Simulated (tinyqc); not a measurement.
Harmonic transition-state theory with quantum, tunnelling and friction corrections: one step, computed by the program tinyqc. Command: `OMP_NUM_THREADS=1 python tinyqc.py 3013293 3013294 out.jsonl rates walk`. One thread of a shared host (Intel(R) Xeon(R) Processor @ 2.30GHz), about 0.01 s of CPU time with the checks.

One atom hops between equivalent sites; three modes at the minimum and two real modes at the saddle are treated as harmonic, the rest of the crystal as unchanged; melting is ignored, so hot rows may lie above the melting point.

Question. Quantum harmonic rate. Vineyard: nu* = product of minimum frequencies / product of real saddle frequencies; k_cl = nu* exp(-E_b/(k_B T)). Quantum harmonic: k_q = (k_B T/h) [prod 2 sinh(x_i/2) (minimum) / prod 2 sinh(x_j/2) (saddle)] exp(-E_b/(k_B T)), x = h nu/(k_B T). Zero-point correction to the barrier = (h/2)(sum of saddle frequencies - sum of minimum frequencies).

Inputs (values chosen for the exercise, modelled on interstitial hydrogen in silicon): barrier E_b = 0.486 eV; temperature T = 421 K.

Lattice of sites: three-dimensional.

frequencies at the minimum (THz): [53.2, 56.8, 57]

real frequencies at the saddle (THz): [38.7, 46.2]

Constants: h x 1 THz = 4.135667696 meV; k_B = 8.617333262e-05 eV/K.

Give: x at the minimum; x at the saddle; zero-point correction; quantum harmonic rate k_q; ratio k_q/k_cl.

Answer.

x at the minimum: [6.065, 6.475, 6.498]

x at the saddle: [4.412, 5.267]

zero-point correction = -169.8 meV

quantum harmonic rate k_q = 1.455e+09 1/s

ratio k_q/k_cl = 9.928

To second order in x the ratio is 1 + (sum x_i^2 - sum x_j^2)/24 = 4.0719; the x are too large for that expansion.
